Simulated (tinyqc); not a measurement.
Size of the basis: round or elliptic silicon nanowire with anisotropic valleys (Ritz method).

Wire along x = [110] on a (001) wafer, y = [-110], z = [001]. Valley groups (w = inverse masses): A, two valleys along z: w_y = 1/mt, w_z = 1/ml, m_x = mt; B, four valleys in the wafer plane: w_y = (1/ml + 1/mt)/2, w_z = 1/mt, m_x = (ml + mt)/2.

Hard wall on the ellipse (y/a)^2 + (z/b)^2 = 1, c = hbar^2/2m0. With u = y/a, v = z/b the operator is -c [(w_y/a^2) d2/du2 + (w_z/b^2) d2/dv2] on the unit disc. Basis (1 - u^2 - v^2) u^i v^j; S, X and Y are the disc integrals of f f', (df/du)(df'/du) and (df/dv)(df'/dv), from the integral of u^p v^q = 2 Gamma((p+1)/2) Gamma((q+1)/2)/((p + q + 2) Gamma((p+q+2)/2)) for even p, q; H = c (w_y X/a^2 + w_z Y/b^2).

Constants: hbar^2/2m0 = 3.80998211 eV angstrom^2.

Values chosen for the exercise (near those of a Si nanowire; not measured data): ml = 0.924 m0 (longitudinal mass); mt = 0.189 m0 (transverse mass); a = 15 angstrom (semi-axis along y); b = 20 angstrom (semi-axis along z).

Lowest level of each group with 1, 3, 6 and 21 even functions.

Levels (meV):

| functions | A | B |
|---|---|---|
| 1 | 299.71 | 313.07 |
| 3 | 280.43 | 301.80 |
| 6 | 279.75 | 301.75 |
| 21 | 279.74 | 301.75 |

What can be read from this table?

One function errs by 7.1 % for A and 3.8 % for B, six by 0.01 and 5.1e-05 meV. The error grows with the axis ratio of the stretched ellipse (2.95, 1.03); for a circle it is 6/5.783 - 1 = 3.7 %.

Run: tinyqc, `OMP_NUM_THREADS=1 python tinyqc.py 1251005 1251006 out.jsonl`; Intel(R) Xeon(R) Processor @ 2.30GHz, one thread, shared host; about 0.03 s of CPU time with all checks.
